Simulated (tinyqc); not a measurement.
# Band bending at a free surface with one surface level, surface photovoltage and Kelvin probe: several studies

n-type bulk, xi = Ec - EF = Vt ln(Nc/Nd), p0 = ni^2/Nd, ni = sqrt(Nc Nv) exp(-Eg/(2 Vt)), Eg in volts. b is the upward band bending, u = b/Vt. Space charge per area, in units of q: Qc = sign(b) sqrt((2 eps0 eps_r Vt/q) [(Nd + dn)(exp(-u) - 1) + Nd u + (p0 + dn)(exp(u) - 1)]), with dn the excess density under light (flat quasi-Fermi levels; 0 in the dark). The level holds -Ns f, f = 1/(1 + exp((xi + b - Es)/Vt)). Neutrality: Qc + Qf + (charge of the states) = 0.

Parameters, values chosen for the exercise; band and dielectric values close to those of silicon:
```
symbol    value   unit                                    meaning
T           300      K                                temperature
Eg         1.14     eV                                   band gap
eps_r      11.8                             relative permittivity
Nc      2.78e19  cm^-3     conduction-band density of states at T
Nv      2.69e19  cm^-3        valence-band density of states at T
chi        4.04     eV                          electron affinity
Nd         4e15  cm^-3                              donor density
Qf       6.3e10  cm^-2       fixed positive charge at the surface
pt         4.44     eV             work function of the probe tip
Ns       2.5e11  cm^-2  density of an acceptor-like surface level
Es         0.47     eV        its depth below the conduction edge
```

Constants: q = 1.602176634e-19 C, kB = 1.380649e-23 J/K, Vt = kB T/q, eps0 = 8.8541878128e-14 F/cm where lengths are in cm. Results are converted to the units shown.

Each table varies one quantity; the others keep the values above.

## Kelvin-probe contrast of the doping

Work function chi + xi + b; contact potential difference CPD = (work function of the sample) - pt. b solves the neutrality condition in the dark.

Kelvin-probe contrast of the doping:
```
Nd (cm^-3)	xi (eV)	b (V)	CPD (mV)
9.2e13	0.32622	0.16523	91.446
3.3e14	0.29320	0.19180	84.997
1.2e15	0.25982	0.21341	73.238
4.2e15	0.22744	0.22436	51.796
1.5e16	0.19453	0.18879	-16.678
5.3e16	0.16190	0.075004	-163.10
1.9e17	0.12889	0.032653	-238.46
6.8e17	0.095929	0.015723	-288.35
2.4e18	0.063326	0.0079915	-328.68
```

xi falls by 263 mV over the table and the CPD by 420 mV; b goes from 0.165 through a maximum of 0.224 (at Nd = 4.2e15 cm^-3 among the rows listed) to 0.00799 V. Between the first two rows the CPD follows 19.5 % of the change of xi, and between the last two 124 %. It is below 100 % where b rises with the doping (pinning hides it). It exceeds 100 % where b falls as the doping rises.

## Photovoltage against injection

Same model as above.

Under chopped light the surface charge keeps its dark value, so b falls to bL with Qc(bL, dn) = Qc(b, 0); the photovoltage is b - bL.

Result of one run:
```
dn (cm^-3)	bL (V)	photovoltage (mV)	share of b removed (%)
4.2e12	0.18688	37.388	16.671
```

What becomes of these results when the excess carrier density under light dn is changed from 4.2e12 to 4.4e10 cm^-3, all else the same?

Result of the changed run:
```
dn (cm^-3)	bL (V)	photovoltage (mV)	share of b removed (%)
4.4e10	0.22270	1.5670	0.69872
```

The whole series:
```
dn (cm^-3)	bL (V)	photovoltage (mV)	share of b removed (%)
4.9e6	0.22427	1.8542e-4	8.2675e-5
4.8e7	0.22427	0.0018162	8.0983e-4
4.6e8	0.22425	0.017395	0.0077562
4.5e9	0.22410	0.16917	0.075431
4.4e10	0.22270	1.5670	0.69872
4.3e11	0.21353	10.739	4.7883
4.2e12	0.18688	37.388	16.671
4.1e13	0.14690	77.369	34.498
4e14	0.10088	123.39	55.019
3.9e15	0.055226	169.05	75.375
3.9e16	0.021865	202.41	90.251
```

The photovoltage rises from 1.85e-4 to 202 mV, towards the full b = 224 mV. Its steepest rise is 46.5 mV a decade (Vt ln 10 = 59.5 mV), and it reaches 90.3 % of b in the last row: even strong light does not flatten the bands fully, so a saturation reading understates b. For dn = 3.9e16 the injection is high, and a Dember voltage, left out here, adds to the signal.

## Pinning by the surface states

Same model as above.

Pinning by the surface states:
```
Ns (cm^-2)	b (V)	xi + b (eV)	Qc (cm^-2)
2.4e10	-0.03111	0.1976	-3.900e10
6.7e10	0.004080	0.2328	3.993e9
1.8e11	0.1926	0.4213	9.327e10
5.1e11	0.2585	0.4872	1.102e11
1.4e12	0.2907	0.5194	1.175e11
3.9e12	0.3186	0.5473	1.236e11
1.1e13	0.3455	0.5742	1.291e11
2.9e13	0.3702	0.5989	1.340e11
8.1e13	0.3962	0.6249	1.390e11
```

Read the table: what changes, and by how much?

b rises from -0.0311 to 0.396 V. The level is over 95 % full (Qc near Ns - Qf) in the 2 rows with xi + b more than 3 Vt short of Es = 0.47 eV. Beyond that it empties, and between the last two rows b gains only 58.3 mV a decade.

Program tinyqc, `OMP_NUM_THREADS=1 python tinyqc.py 2430103 2430104 out.jsonl`; Intel Xeon 2.30GHz, shared host, one thread, about 0.01 s.
